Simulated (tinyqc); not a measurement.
Choice of the surrounding dielectric: dielectric confinement in a thin film (image charges).

A film |z| < t/2 of dielectric constant eps between half-spaces of dielectric constant e2; lam = (eps - e2)/(eps + e2), q = e^2/(4 pi eps0). The self-energy of a band edge is taken with the high-frequency value, e2 = eh, and the field of a fixed ion with the static one, e2 = eo. A charge at z has images lam^|n| at n t + (-1)^n z. Its self-energy is S(z) = (q/2 eps) sum over n >= 1 of lam^n [1/(n t - 2z) + 1/(n t + 2z)] for odd n and 2 lam^n/(n t) for even n; at the centre S(0) = -(q/(eps t)) ln(1 - lam).

Donor at the centre, lam from the static eo, trial function cos(pi z/t) exp(-rho/l): E(l) = c/(m l^2) - (q/eps) times the integral over k of F(k t) (1 + (k l/2)^2)^(-3/2), with F(x) = F0 + 2 lam exp(-x) G/(1 - lam exp(-x)), F0 = 2[(1 - exp(-x/2))/x + x (1 + exp(-x/2))/(x^2 + 4 pi^2)], G = 2 sinh(x/2)[1/x - x/(x^2 + 4 pi^2)]; c = hbar^2/2m0. The binding energy is -E at the minimum, counted from the subband edge with its self-energy.

Constants: e^2/(4 pi eps0) = 14.39964547 eV angstrom; hbar^2/2m0 = 3.80998211 eV angstrom^2; Ry = 13.60569312 eV.

Values chosen for the exercise (out of a larger set: near those of a Si (100) film, two-fold valleys, between layers of HfO2; not measured data): t = 72 angstrom (film thickness); eps = 11.5 (dielectric constant of the film); m = 0.195 m0 (mass in the plane).

The same film between different dielectrics; in this table one value e2 serves for both eo and eh.

Cases:

| case |
|---|
| e2 = 1 |
| e2 = 2.5 |
| e2 = 3.9 |
| e2 = 7.5 |
| e2 = 16 |
| e2 = 25 |
| e2 = 80 |

Rank the cases by binding (meV), lowest first.

Answer: e2 = 80, e2 = 25, e2 = 16, e2 = 7.5, e2 = 3.9, e2 = 2.5, e2 = 1.

Results:

| case | lam | <S> (meV) | binding (meV) | l (angstrom) |
|---|---|---|---|---|
| e2 = 1 | 0.840 | 35.1 | 94.8 | 29.7 |
| e2 = 2.5 | 0.643 | 20.4 | 67.5 | 30.3 |
| e2 = 3.9 | 0.494 | 13.7 | 55.8 | 30.7 |
| e2 = 7.5 | 0.211 | 4.9 | 41.2 | 31.6 |
| e2 = 16 | -0.164 | -3.3 | 28.7 | 32.8 |
| e2 = 25 | -0.370 | -6.9 | 23.6 | 33.4 |
| e2 = 80 | -0.749 | -12.6 | 16.1 | 34.8 |

The binding spans a factor 5.9, from 95 meV in vacuum to 16.1 meV for e2 = 80; going from 3.9 to 25 changes it by -32.2 meV and the band edge by -20.6 meV, so the binding responds 1.56 times as much as the edge (for an orbit much smaller than t the binding would change by twice the change of S(0), -34.6 meV; here l/t = 0.43 for e2 = 3.9).

(tinyqc, `OMP_NUM_THREADS=1 python tinyqc.py 1281270 1281271 out.jsonl`, Intel(R) Xeon(R) Processor @ 2.30GHz, 1 thread, shared host, about 0.1 s.)
